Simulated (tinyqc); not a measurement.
Inside a calculation. Method: empirical pseudopotential in a few plane waves. Computed by tinyqc, a small Python program that keeps every step. Settings: plane-wave index or count = 15. Command: `OMP_NUM_THREADS=1 python tinyqc.py 25887 25888 out.jsonl` (the two numbers bound the seeds that draw the settings). One thread of a shared host (Intel(R) Xeon(R) Processor @ 2.60GHz), about 0.2 s of CPU time with the checks.

## Bloch Hamiltonian at G

Parameters chosen for this model: fcc lattice, atoms at +/- a/8 (1,1,1); form factors in rydberg at |G|^2 in units of (2 pi/a)^2:
```
parameter                 value      unit
a                      5.270000  angstrom
VS(3)                 -0.192000        Ry
VS(8)                  0.001000        Ry
VS(11)                 0.042000        Ry
VA(3)                  0.088000        Ry
VA(4)                  0.030000        Ry
VA(11)                 0.024000        Ry
hbar^2/2m (2 pi/a)^2   5.415785        eV
```

k point G (2 pi / a): [0, 0, 0]

Basis: the 15 shortest G (labels in 2 pi/a), the same at every k. H(G,G') = c |k + G|^2 delta + VS(|G-G'|^2) cos((G-G').tau) + i VA sin((G-G').tau), tau = a/8 (1,1,1); 1 Ry = 13.605693 eV.

H(k) at G (eV):
```
                     +0+0+0               -1-1-1               -1-1+1               -1+1-1
+0+0+0             0.000000   1.847170+0.846620i  -1.847170+0.846620i  -1.847170+0.846620i
-1-1-1   1.847170-0.846620i            16.247356   0.000000-0.408171i   0.000000-0.408171i
-1-1+1  -1.847170-0.846620i   0.000000+0.408171i            16.247356             0.013606
-1+1-1  -1.847170-0.846620i   0.000000+0.408171i             0.013606            16.247356
-1+1+1  -1.847170+0.846620i            -0.013606   0.000000+0.408171i   0.000000+0.408171i
+1-1-1  -1.847170-0.846620i   0.000000+0.408171i             0.013606             0.013606
+1-1+1  -1.847170+0.846620i            -0.013606   0.000000+0.408171i             0.000000
+1+1-1  -1.847170+0.846620i            -0.013606             0.000000   0.000000+0.408171i
+1+1+1   1.847170+0.846620i             0.000000            -0.013606            -0.013606
-2+0+0   0.000000-0.408171i  -1.847170+0.846620i  -1.847170-0.846620i  -1.847170-0.846620i
+0-2+0   0.000000-0.408171i  -1.847170+0.846620i  -1.847170-0.846620i   0.404068-0.230896i
+0+0-2   0.000000-0.408171i  -1.847170+0.846620i   0.404068-0.230896i  -1.847170-0.846620i
+0+0+2   0.000000+0.408171i  -0.404068-0.230896i   1.847170+0.846620i  -0.404068+0.230896i
+0+2+0   0.000000+0.408171i  -0.404068-0.230896i  -0.404068+0.230896i   1.847170+0.846620i
+2+0+0   0.000000+0.408171i  -0.404068-0.230896i  -0.404068+0.230896i  -0.404068+0.230896i

                     -1+1+1               +1-1-1               +1-1+1               +1+1-1
+0+0+0  -1.847170-0.846620i  -1.847170+0.846620i  -1.847170-0.846620i  -1.847170-0.846620i
-1-1-1            -0.013606   0.000000-0.408171i            -0.013606            -0.013606
-1-1+1   0.000000-0.408171i             0.013606   0.000000-0.408171i             0.000000
-1+1-1   0.000000-0.408171i             0.013606             0.000000   0.000000-0.408171i
-1+1+1            16.247356             0.000000             0.013606             0.013606
+1-1-1             0.000000            16.247356   0.000000-0.408171i   0.000000-0.408171i
+1-1+1             0.013606   0.000000+0.408171i            16.247356             0.013606
+1+1-1             0.013606   0.000000+0.408171i             0.013606            16.247356
+1+1+1   0.000000+0.408171i            -0.013606   0.000000+0.408171i   0.000000+0.408171i
-2+0+0   1.847170-0.846620i   0.404068-0.230896i  -0.404068-0.230896i  -0.404068-0.230896i
+0-2+0  -0.404068-0.230896i  -1.847170-0.846620i   1.847170-0.846620i  -0.404068-0.230896i
+0+0-2  -0.404068-0.230896i  -1.847170-0.846620i  -0.404068-0.230896i   1.847170-0.846620i
+0+0+2  -1.847170+0.846620i  -0.404068+0.230896i  -1.847170+0.846620i   0.404068+0.230896i
+0+2+0  -1.847170+0.846620i  -0.404068+0.230896i   0.404068+0.230896i  -1.847170+0.846620i
+2+0+0   0.404068+0.230896i   1.847170+0.846620i  -1.847170+0.846620i  -1.847170+0.846620i

                     +1+1+1               -2+0+0               +0-2+0               +0+0-2
+0+0+0   1.847170-0.846620i   0.000000+0.408171i   0.000000+0.408171i   0.000000+0.408171i
-1-1-1             0.000000  -1.847170-0.846620i  -1.847170-0.846620i  -1.847170-0.846620i
-1-1+1            -0.013606  -1.847170+0.846620i  -1.847170+0.846620i   0.404068+0.230896i
-1+1-1            -0.013606  -1.847170+0.846620i   0.404068+0.230896i  -1.847170+0.846620i
-1+1+1   0.000000-0.408171i   1.847170+0.846620i  -0.404068+0.230896i  -0.404068+0.230896i
+1-1-1            -0.013606   0.404068+0.230896i  -1.847170+0.846620i  -1.847170+0.846620i
+1-1+1   0.000000-0.408171i  -0.404068+0.230896i   1.847170+0.846620i  -0.404068+0.230896i
+1+1-1   0.000000-0.408171i  -0.404068+0.230896i  -0.404068+0.230896i   1.847170+0.846620i
+1+1+1            16.247356  -0.404068-0.230896i  -0.404068-0.230896i  -0.404068-0.230896i
-2+0+0  -0.404068+0.230896i            21.663141             0.013606             0.013606
+0-2+0  -0.404068+0.230896i             0.013606            21.663141             0.013606
+0+0-2  -0.404068+0.230896i             0.013606             0.013606            21.663141
+0+0+2  -1.847170-0.846620i            -0.013606            -0.013606             0.000000
+0+2+0  -1.847170-0.846620i            -0.013606             0.000000            -0.013606
+2+0+0  -1.847170-0.846620i             0.000000            -0.013606            -0.013606

                     +0+0+2               +0+2+0               +2+0+0
+0+0+0   0.000000-0.408171i   0.000000-0.408171i   0.000000-0.408171i
-1-1-1  -0.404068+0.230896i  -0.404068+0.230896i  -0.404068+0.230896i
-1-1+1   1.847170-0.846620i  -0.404068-0.230896i  -0.404068-0.230896i
-1+1-1  -0.404068-0.230896i   1.847170-0.846620i  -0.404068-0.230896i
-1+1+1  -1.847170-0.846620i  -1.847170-0.846620i   0.404068-0.230896i
+1-1-1  -0.404068-0.230896i  -0.404068-0.230896i   1.847170-0.846620i
+1-1+1  -1.847170-0.846620i   0.404068-0.230896i  -1.847170-0.846620i
+1+1-1   0.404068-0.230896i  -1.847170-0.846620i  -1.847170-0.846620i
+1+1+1  -1.847170+0.846620i  -1.847170+0.846620i  -1.847170+0.846620i
-2+0+0            -0.013606            -0.013606             0.000000
+0-2+0            -0.013606             0.000000            -0.013606
+0+0-2             0.000000            -0.013606            -0.013606
+0+0+2            21.663141             0.013606             0.013606
+0+2+0             0.013606            21.663141             0.013606
+2+0+0             0.013606             0.013606            21.663141
```

## Levels at G

Diagonalise the Hermitian matrix.

eigenvalues (eV): [-2.248141, 13.019404, 13.361351, 13.361351, 13.361351, 16.468111, 16.468111, 16.468111, 17.920929, 21.635929, 21.635929, 24.301179, 24.301179, 24.301179, 25.601717]

## Bands along a path

The same steps at evenly spaced points between the labelled ones.

Bands along the path (eV), lowest eight:
```
k            band 1     band 2     band 3     band 4     band 5     band 6     band 7     band 8
L          0.112892   4.821809  12.142656  12.142656  12.707138  16.873969  16.873969  19.165447
L-G 0.20  -0.412747   5.586540  12.167207  12.167207  12.785152  16.942677  16.942677  19.306070
L-G 0.40  -1.124528   7.098721  12.366125  12.366125  13.117976  17.251460  17.251460  19.504238
L-G 0.60  -1.728675   9.024367  12.719233  12.719233  13.687465  17.341932  17.341932  17.957497
L-G 0.80  -2.115881  11.150458  13.139031  13.139031  14.210215  16.465825  16.820253  16.820253
G         -2.248141  13.019404  13.361351  13.361351  13.361351  16.468111  16.468111  16.468111
G-X 0.20  -2.071611  11.121386  12.669447  12.669447  15.024387  15.499423  17.445535  17.445535
G-X 0.40  -1.552222   9.190627  11.593595  11.593595  13.798730  16.107540  18.698732  19.342633
G-X 0.60  -0.730006   7.384745  10.743616  10.743616  12.855986  14.465364  20.815552  21.479373
G-X 0.80   0.273813   5.805087  10.244787  10.244787  12.352358  13.256404  23.283478  23.722243
X          1.036973   4.904597  10.135925  10.135925  12.177118  12.906908  25.859375  26.124850
```

With 4 band(s) filled, the highest filled level on these points lies at G and the lowest empty one at X: the bands touch or overlap, so there is no gap. This holds for the small fixed basis; with all plane waves up to |k + G|^2 = 21 (2 pi/a)^2 the gap along the path is -0.77 eV.

## Convergence with the number of plane waves

Levels at G counted from the fourth one.

Levels (eV):
```
plane waves     level 1   level 5   level 8
9            -17.741188  0.661513  0.816342
15           -15.609492         0  3.106760
27           -15.088635         0  3.263788
51           -14.975792         0  3.417320
59           -14.942314         0  3.348135
65           -14.940137         0  3.338345
89           -14.934192         0  3.342234
```
